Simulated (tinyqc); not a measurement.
Switching field against angle and time: single-domain magnet: Stoner-Wohlfarth switching, Neel-Arrhenius retention, LLG dynamics and spin torque. Computed by tinyqc, a small Python program. Command: `OMP_NUM_THREADS=1 python tinyqc.py 3016336 3016337 out.jsonl macro walk`. One thread of a shared host (Intel(R) Xeon(R) Processor @ 2.30GHz), about 0.02 s of CPU time with the checks.

The moment is uniform, with unit vector m; z is the easy axis. mu_0 = 1.25663706212e-6 T m/A, gamma = 1.76085963023e11 rad/(s T).

Inputs (values chosen for the exercise, for a model magnet):
```
quantity                      value    unit
saturation magnetisation M_s    798    kA/m
diameter d                        7      nm
aspect ratio p                    4       -
bulk anisotropy K_u              29  kJ/m^3
exchange stiffness A             28    pJ/m
temperature T                   300       K
attempt frequency f0              2     GHz
waiting time t_w              1e-08       s
```

Shape: prolate spheroid, easy axis along it.

Constants: k_B = 1.380649e-23 J/K.

Method:
- N_z = [p ln(p + sqrt(p^2 - 1))/sqrt(p^2 - 1) - 1]/(p^2 - 1); V = pi d^3 p/6; K_eff = K_u + K_shape, K_shape = -(mu_0 M_s^2/4)(3 N_z - 1); mu_0 H_K = 2 K_eff/M_s.
- Delta = K_eff V/(k_B T); tau = exp(Delta)/f0; probability of a flip within t_w: P = 1 - exp(-t_w/tau). Wall width parameter sqrt(A/K_eff); a two-domain state costs 4 sqrt(A K_eff) times the cross-section that the wall cuts (pi d^2/4).
- Energy over K_eff V: e(theta) = sin^2(theta) + 2 h cos(theta - psi) for m at the angle theta from +z and a field that points at psi from -z (it pulls m away from +z towards negative theta); h_sw = (cos^(2/3) psi + sin^(2/3) psi)^(-3/2).
- Switching field at T: the h at which the exact barrier equals ln(f0 t_w/ln 2) k_B T (0 if the zero-field barrier is lower). Sharrock form: h_sw [1 - (ln(f0 t_w/ln 2)/Delta)^(1/n)], n = 0.86 + 1.14 h_sw.

stability factor Delta = 31.8783

Fields over H_K:
```
psi (degrees)  h_sw at T = 0  thermal, exact barrier  thermal, Sharrock form
1                    0.90707                 0.65045                 0.63045
10                   0.67381                 0.51779                 0.50455
20                   0.57365                 0.44751                 0.44381
30                   0.52402                 0.41114                 0.41206
45                   0.50000                 0.39326                 0.39628
60                   0.52402                 0.41114                 0.41206
75                   0.61466                 0.47685                 0.46921
89                   0.90707                 0.65045                 0.63045
```

What follows from these numbers?

At T = 0 the field is least at 45 degrees, H_K/2, and symmetric about it. Thermal help lowers it to 72 % at 1 degree and 79 % at 45 degrees; the Sharrock form misses the exact barrier by at most about 0.020 H_K, at psi = 1 (and its mirror angle).

Extremes, crossings and ranges named in words are read from the listed rows.
